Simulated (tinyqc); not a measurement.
Two branches across an indirect gap: complex band structure along [001] in sp3s* tight binding.

For k = (0, 0, kz) the phase sums are g0 = cos(phi) and g3 = i sin(phi), phi = kz a/4, and the s, pz, s* orbitals of anion (a) and cation (c) decouple from px, py. With z = exp(i phi), H(z) = H0 + z T + T^T/z for any complex z. H0 is diagonal (Esa, Epa, Exa, Esc, Epc, Exc). The anion-cation block is B(z) = z U + W/z and the cation-anion block z W^T + U^T/z, where U has Vss/2 (s,s), Vsapc/2 (s,z), -Vscpa/2 (z,s), Vxx/2 (z,z), Vxapc/2 (s*,z), -Vpaxc/2 (z,s*), and W has the same values with the s-z and s*-z signs reversed. |z| = 1 is a band state, |z| < 1 decays along [001] as exp(-kappa d) over a distance d, kappa = -(4/a) ln|z|. No spin-orbit coupling.

Values chosen for the exercise (out of a larger set: near a published set for Si, fitted to gaps, whose masses and valley positions are rough (light masses up to twice too heavy); not measured data):
- p = (-4.234, 1.729, -4.234, 1.729, 6.636, 6.636, -8.297, 1.703, 4.538, 5.784, 5.784, 5.341, 5.341) eV (order Esa, Epa, Esc, Epc, Exa, Exc, Vss, Vxx, Vxy, Vsapc, Vscpa, Vxapc, Vpaxc)
- a = 5.434 angstrom (lattice constant)
- Eg = 1.179 eV (top of the energy range, the indirect gap)

Ev = 0.02600 eV

The smallest kappa with Re kz = 0 and the smallest with Re kz > 0, at energies E from Ev; a dash: no such root.

Decay constants:
```
E/Eg  E (eV)  kappa at Gamma (1/angstrom)  kappa off Gamma (1/angstrom)  its Re kz (2 pi/a)
0.05  0.0590                       0.0518                        0.4479               0.719
0.20  0.2358                       0.1018                        0.4139               0.720
0.35  0.4127                       0.1322                        0.3758               0.722
0.50  0.5895                       0.1550                        0.3321               0.723
0.65  0.7663                       0.1732                        0.2801               0.725
0.80  0.9432                       0.1881                        0.2135               0.726
0.90  1.0611                       0.1966                        0.1519               0.728
0.97  1.1436                       0.2020                        0.0837               0.728
```

The branch from the valence band at Gamma decays more slowly below E/Eg of about 0.84, and the branch from the conduction valley above. The two differ in Re kz, so passing from one to the other needs kz from an abrupt interface, a steep field, a phonon or a defect. Valleys off the [001] axis, such as L, are not seen on these branches.

(tinyqc, `OMP_NUM_THREADS=1 python tinyqc.py 1481635 1481636 out.jsonl`, Intel(R) Xeon(R) Processor @ 2.30GHz, 1 thread, shared host, about 0.01 s.)
